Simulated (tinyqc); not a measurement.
Donor or exciton in a quantum well (variational effective-mass method): one step, computed by the program tinyqc. Command: `OMP_NUM_THREADS=1 python tinyqc.py 3023284 3023285 out.jsonl welldonor walk`. One thread of a shared host (Intel(R) Xeon(R) Processor @ 2.30GHz), about 0.2 s of CPU time with the checks.

H = -nabla^2 - 2/|r - r_i| + V(z) in effective units; trial function psi = f(z) exp(-|r - r_i|/lambda), f the ground state of the well. Mass and screening are the same in well and barrier; l = L/a* is the width in effective units. Bands are flat: no polarisation or applied field.

Problem. Best radius. k solves k tan(k l/2) = sqrt(v - k^2), v = V_0/Ry*, 0 < k l/2 < pi/2 (bisection); f = cos(k z) inside and cos(k l/2) exp(-kappa (|z| - l/2)) outside, kappa = sqrt(v - k^2); subband energy k^2 Ry*. Binding E_b(lambda) = -1/lambda^2 + 4 A/(lambda B), with A = int f^2 exp(-2 s/lambda) dz, B = int f^2 exp(-2 s/lambda)(1 + 2 s/lambda) dz and s = |z - z_i|; 40 Gauss-Legendre points on each piece between the walls at z = -l/2 and l/2 and z_i, and out to 12/(kappa + 1/lambda) beyond the walls. Golden-section search for the maximum over lambda from 0.3 to 4, 40 steps.

Inputs (values chosen for the exercise, for a model semiconductor): donor position z_i/L from the centre = 0.2; barrier height V_0 = 0.18 eV.

Centre: donor. Barriers: finite.

l = 0.3370439

Ry* = 6.048495 meV

a* = 10.08771 nm

Give: best lambda; binding in Ry*; binding energy; radius lambda a*.

Solution.

best lambda = 0.809 a*

binding in Ry* = 2.21

binding energy = 13.4 meV

radius lambda a* = 8.16 nm

Confinement changes the binding by a factor 2.214 against the bulk value (with finite barriers it peaks in a narrow well and returns to 1 as L tends to 0, and away from the walls of a wide well it tends to 1).
